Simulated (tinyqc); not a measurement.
Worked calculation: effective mass of the conduction band from tabulated energies. Values are carried at full precision from step to step, so a last printed digit may differ when a step is redone from the rounded ones.

c = hbar^2/2m0.
Constants: hbar^2/2m0 = 3.80998211 eV angstrom^2; kB = 8.617333262e-05 eV/K.

Values chosen for the exercise (out of a larger set: band of an eight-band Kane model near InSb; not measured data): T = 77 K (temperature).

## Finite differences

Energies along [111], from the band edge:

| k (1/angstrom) | E (meV) |
|---|---|
| 0.00000 | 0.0000 |
| 0.00160 | 0.7099 |
| 0.00320 | 2.8154 |
| 0.00480 | 6.2480 |
| 0.00640 | 10.9057 |
| 0.00800 | 16.6659 |
| 0.00960 | 23.3993 |
| 0.01120 | 30.9794 |
| 0.01280 | 39.2891 |

reference mass (curvature of the model at k = 0.0001 1/angstrom) = 0.01370 m0

The band is even in k. m = c k^2/E(k) from the points 1, 2, 4 (k = 0 is point 0); Richardson from points 1 and 2: c/m = [16 E(k1) - E(k2)]/(12 k1^2).

m from points 1, 2, 4 (m0): 0.01374  0.01386  0.01431

m by Richardson = 0.01370 m0

Errors against the reference: +0.29, +1.15 and +4.45 % and 0.00 %. The extrapolation removes the k^4 term.

## Least squares over all points

Fit E = a k^2 (a = sum k^2 E/sum k^4), then E = a k^2 + b k^4 from the normal equations; E in eV; m = c/a.

sums of k^4, k^6, k^8: 5.7488e-08  7.4988e-12  1.0602e-15

sums of k^2 E, k^4 E: 1.4168e-05  1.8310e-09

a, one term = 246.44 eV angstrom^2

a and b, two terms: 273.5  -2.071e+05

m, one and two terms (m0): 0.01546  0.01393

The parabola over all points errs by +12.8 % because the weights k^4 favour the outer points; the second term brings the error to +1.7 %.

## The non-parabolic form

E (1 + alpha E) = c k^2/m means that y = c k^2/E is a straight line in E with intercept m and slope m alpha. Fit the line by unweighted least squares over points 1 to 8, E in eV.

y (m0): 0.01374  0.01386  0.01405  0.01431  0.01463  0.01501  0.01543  0.01589

m = 0.01370 m0
alpha = 4.065 1/eV

The intercept errs by +0.01 %. The model has Eg = 0.232 eV, and for two bands alpha is near 1/Eg = 4.31 1/eV.

## Which mass for which use

From the fitted m and alpha: momentum mass at energy E, m (1 + 2 alpha E); curvature mass m (1 + 2 alpha E)^3; thermal factors to first order in alpha kT: density of states Nc (1 + 15 alpha kT/4), conductivity mass m (1 + 5 alpha kT). Take E = 3 kT/2.

alpha kT = 0.0270
momentum mass = 0.01481 m0
curvature mass = 0.01730 m0
factor on Nc = 1.1012
thermal conductivity mass = 0.01555 m0

alpha kT is small, so first order serves.

## Checks

- Two-term fit by normal equations against a least-squares routine: both 273.453.

tinyqc: `OMP_NUM_THREADS=1 python tinyqc.py 1851119 1851120 out.jsonl`; about 0.01 s, one thread, shared Intel(R) Xeon(R) Processor @ 2.30GHz.
